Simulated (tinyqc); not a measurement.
Energy and delay of logic against supply voltage: two steps of the calculation.

One expression serves below and above threshold: I(Vg) = Ik [ln(1 + exp((Vg - VT + dd V)/(al nf Vt)))]^al, with I_on = I(V) and I_off = I(0). Gate delay td = kd C V/I_on, clock period LD td. Per gate and cycle the switching energy is act C V^2 and the leakage energy I_off V LD td. No short-circuit current, no variation. Minima are sought above 0.09 V; below a few Vt gates no longer switch and the model has no meaning.

Values chosen for this exercise; values of the order met in logic technologies: temperature T = 300 K; threshold voltage at zero drain bias VT = 0.36 V; slope factor nf = 1.14; barrier lowering per volt of supply dd = 0.1; specific current of a gate Ik = 0.6 uA; exponent of the current law al = 1.42; load capacitance of a gate C = 1.3 fF; delay factor kd = 1.1; logic depth LD = 40; activity factor act = 0.01; supply voltage V = 0.77 V.

Constants: q = 1.602176634e-19 C, kB = 1.380649e-23 J/K, Vt = kB T/q. Results are converted to the units shown.

Question 1. Currents, delay and energies. I_on, I_off, td, clock frequency 1/(LD td), both energies and their sum.

Find: I_on; I_off; td; clock frequency; switching energy; leakage energy; energy.

Answer 1.

I_on = 19.57 uA
I_off = 0.04050 nA
td = 56.26 ps
clock frequency = 0.4444 GHz
switching energy = 7.708 aJ
leakage energy = 0.07018 aJ
energy = 7.778 aJ

I_on/I_off = 4.83e5; leakage makes up 0.902 % of the energy.

Question 2. New V. Minimum-energy supply: E(V) is the energy per gate and cycle; with h = 0.001 V, E' = (E(V + h) - E(V - h))/(2 h), E'' = (E(V - h) - 2 E(V) + E(V + h))/h^2, V(new) = V - E'/E''.

V after iteration 1 = 0.28056323 V

Wanted: E'; E''; V after iteration 2.

Answer 2.

E' = -1.618 aJ/V
E'' = 252.8 aJ/V^2
V after iteration 2 = 0.2870 V

Computed by the program tinyqc: `OMP_NUM_THREADS=1 python tinyqc.py 2082180 2082181 out.jsonl`, one thread of a shared Intel Xeon 2.30GHz, about 0.01 s for the whole run.
